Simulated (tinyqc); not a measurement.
Bias-temperature instability, empirical power law with universal recovery: one step of the calculation.

Threshold-voltage shift at the end of a stress: dV = A (V/V0)^g exp[-(Ea q/kB)(1/T - 1/T0)] (t/1 s)^n. After a delay tr the permanent share pp stays and the rest falls by r = 1/(1 + B (tr/t)^be). An empirical model: its parameters are fits, not properties.

Task. What a delayed measurement sees. At V0 and T0, measured shift = dV [pp + (1 - pp) r]; the apparent exponent is the slope of ln(shift) against ln t between the first and last point.

Inputs (values chosen for the exercise):
- V0 = 1.2 V (reference stress voltage)
- T0 = 398 K (reference temperature)
- A = 6 mV (shift after 1 s at V0 and T0)
- n = 0.13 (time exponent)
- g = 5.9 (voltage exponent)
- Ea = 0.18 eV (apparent activation energy of the shift)
- pp = 0.43 (permanent share)
- B = 3 (recovery scale)
- be = 0.12 (recovery dispersion)
- tr = 0.1 s (delay before the measurement)

Constants: q = 1.602176634e-19 C, kB = 1.380649e-23 J/K. Results are converted to the units shown.

t, point 0 to 2 (s): 1  10  100

Find: dV; share left; measured; apparent n.

Result.

```
point  dV (mV)  share left  measured (mV)
0        6.000      0.6040          3.624
1        8.094      0.6391          5.173
2        10.92      0.6768          7.389
```

apparent n = 0.1547

The delay hides 32.3 % of the last shift and raises the exponent from 0.13 to 0.155, since short stresses recover by a larger share.

tinyqc, about 0.01 s, one thread, Intel Xeon 2.30GHz (shared host): `OMP_NUM_THREADS=1 python tinyqc.py 2070092 2070093 out.jsonl`
